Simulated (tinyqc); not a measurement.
# p-type polysilicon, carrier trapping at grain boundaries, step by step

Computed by the program tinyqc: `OMP_NUM_THREADS=1 python tinyqc.py 2830115 2830116 out.jsonl`, one thread of a shared Intel Xeon 2.30GHz, about 0.01 s for the whole run. Printed values are rounded.

One-dimensional grains of size Lg, uniform ionised doping N, monovalent traps Qt at each boundary at a depth Et below (for electrons) or above (for holes) the band edge there, abrupt depletion of width W on each side of a boundary, Boltzmann statistics. xi is the distance from the band edge at the grain centre to the Fermi level. Trapped charge Qt/(1 + exp((xi + VB - Et)/Vt)) = 2 N W, barrier VB = q N W^2/(2 eps0 eps_r).

Values chosen for this exercise; values of the order met in polycrystalline silicon:

| symbol | value | unit | meaning |
|---|---|---|---|
| T | 300 | K | temperature |
| eps_r | 11.7 |  | relative permittivity |
| NB | 2.65e19 | cm^-3 | valence-band density of states at T |
| Lg | 17 | nm | grain size |
| Qt | 2e12 | cm^-2 | trap density of a grain boundary |
| Et | 0.33 | eV | depth of the trap level from the majority band edge at the boundary |
| ms | 0.5 | m0 | mass for thermionic emission |
| fe | 0.25 |  | correction factor of the emission rate |
| mug | 64 | cm^2/(V s) | mobility inside the grains |
| N | 7.4e18 | cm^-3 | doping |

Constants: q = 1.602176634e-19 C, kB = 1.380649e-23 J/K, m0 = 9.1093837015e-31 kg, Vt = kB T/q, eps0 = 8.8541878128e-14 F/cm where lengths are in cm. Results are converted to the units shown.

Range of the model: VB is below Vt, where abrupt depletion and thermionic emission are rough.

## Starting value

W = 1.1 nm.

W at the start = 1.1 nm

## Iteration 1: new W

Partly depleted grain, xi = Vt ln(NB/N): f = 1/(1 + exp((xi + VB - Et)/Vt)), g = Qt f - 2 N W, g' = -2 Qt f (1 - f) VB/(W Vt) - 2 N, W(new) = W - g/g'.

VB = 0.00692409 V
f = 0.999987
g = 3.71973e11 cm^-2
g' = -1.48001e12 cm^-2/nm
W after iteration 1 = 1.35133 nm

## Iteration 2: new W

As before.

VB = 0.0104496 V
f = 0.999985
g = -6.34865e5 cm^-2
g' = -1.48002e12 cm^-2/nm
W after iteration 2 = 1.35133 nm

## Course of the iteration

Stop when the step is below 1e-10 nm, or after 40 iterations.

Course of the iteration:
```
iteration  W before the step (nm)  step (nm)
1                             1.1      0.251
2                         1.35133   -4.29e-7
3                         1.35133    < 1e-13
```

Converged in 3 iterations.

## Depletion width, Fermi level and barrier

If the trap equation with xi = Vt ln(NB/N) has a root W < Lg/2, the grain is partly depleted; otherwise W = Lg/2 and the trap equation gives xi = Et - VB + Vt ln(Qt/(N Lg) - 1). N* = Qt/Lg.

N* = 1.17647e18 cm^-3
W = 1.35133 nm
xi = 0.0329785 V
VB = 0.0104496 V
share of traps filled = 0.999985

N is 6.29 N*, and the grain is partly depleted; VB = 0.404 Vt.

## Resistivity and effective mobility

n0 = NB exp(-xi/Vt); mean density n0 (1 - 2 W/Lg) by charge balance in a partly depleted grain, and n0 (sqrt(pi)/2) erf(u)/u with u = sqrt(VB/Vt) in a fully depleted one; v = sqrt(kB T/(2 pi ms m0)); barrier resistivity Vt exp(VB/Vt)/(q fe n0 v Lg); grain resistivity (1 - 2 W/Lg)/(q n0 mug); effective mobility 1/(q mean density total resistivity).

n0 = 7.4e18 cm^-3
mean density = 6.22355e18 cm^-3
v = 3.80437e6 cm/s
barrier resistivity = 0.0202035 ohm cm
grain resistivity = 0.0110837 ohm cm
resistivity = 0.0312872 ohm cm
effective mobility = 32.0542 cm^2/(V s)

The resistivity is 2.37 times that of a single crystal with the same N and mobility mug, and the mean density is 84.1 % of N.
